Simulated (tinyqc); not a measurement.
Changing the diffusion length L: surface photovoltage measurement of the minority-carrier diffusion length in a wafer. Computed by tinyqc, a small Python program. Command: `OMP_NUM_THREADS=1 python tinyqc.py 3130159 3130160 out.jsonl spv sweep`. One thread of a shared host (Intel(R) Xeon(R) Processor @ 2.30GHz), about 0.01 s of CPU time with the checks.

Low injection, steady light, a depletion layer much thinner than 1/alpha and L. The excess density dn is taken at the front edge of the neutral region; light that reaches the back is lost.

Inputs (values chosen for the exercise, modelled on p-type silicon at room temperature):
```
quantity                                             value        unit
wafer thickness W                                      625  micrometre
diffusivity D                                           34      cm^2/s
front recombination velocity S_f                      1900        cm/s
back recombination velocity S_b                        420        cm/s
photon flux entering                               3.6e+11  1/(cm^2 s)
minority density at the surface barrier scale n_0  1.8e+08      1/cm^3
temperature T                                          298           K
wavelength                                             824          nm
relative noise of each reading                           0           %
```

normal deviates g for the noise: 0.51  -0.66  -0.82  0.80  0.66  0.74  0.01

Constants: k_B = 8.617333262e-05 eV/K.

Method:
- alpha = (84.732/lambda - 76.417)^2 per cm with lambda in micrometre (an empirical fit for silicon between 0.7 and 1.05 micrometre).
- Thick wafer: dn = Phi L/((S_f + D/L)(L + 1/alpha)). Finite wafer, with s = S_b L/D, w = W/L, a = alpha L: dn = [Phi a/(a^2 - 1)] [a - B - exp(-alpha W)(a - s)/(cosh w + s sinh w)]/(S_f + B D/L), B = (sinh w + s cosh w)/(cosh w + s sinh w).
- Photovoltage V = (k_B T/e) ln(1 + dn/n_0). Lifetime = L^2/D.
- Readings y = (Phi/dn) (1 + noise x g) at 780, 830, 880, 920, 950, 975 and 995 nm; a least-squares line y = c (1/alpha + L_app) gives L_app = intercept/slope.

One run for each value; columns: (1) diffusion length L (micrometre); (2) apparent length L_app (micrometre); (3) error of L_app (rounded to 0.001) (%); (4) dn, finite wafer (1/cm^3); (5) B:
```
(1)      (2)          (3)         (4)     (5)
8        8.0            0  2.9043e+06  1.0000
15      15.0            0  7.4934e+06  1.0000
29      29.0            0  1.7683e+07  1.0000
54      54.0            0  3.4709e+07  1.0000
100    100.0   1.2000e-02  5.9409e+07  1.0000
190    191.3   6.7100e-01  9.0819e+07  0.9983
370    387.1   4.6140e+00  1.2409e+08  0.9749
700    709.3   1.3280e+00  1.4867e+08  0.9760
1300  1006.8  -2.2551e+01  1.6058e+08  1.1951
2500  1166.1  -5.3356e+01  1.6500e+08  1.8978
```

What does the table show?

Over the rows, apparent length L_app (micrometre) rises from 8.00 to 1170 (exponent d ln y / d ln x 1.0 between the first rows and 0.22 between the last); error of L_app (rounded to 0.001) (%) goes from 0 through a maximum among these rows, 4.61 at 370, to -53.4; dn, finite wafer (1/cm^3) rises from 2.90e6 to 1.65e8 (exponent d ln y / d ln x 1.5 between the first rows and 0.042 between the last).

Extremes, crossings and ranges named in words are read from the listed rows.
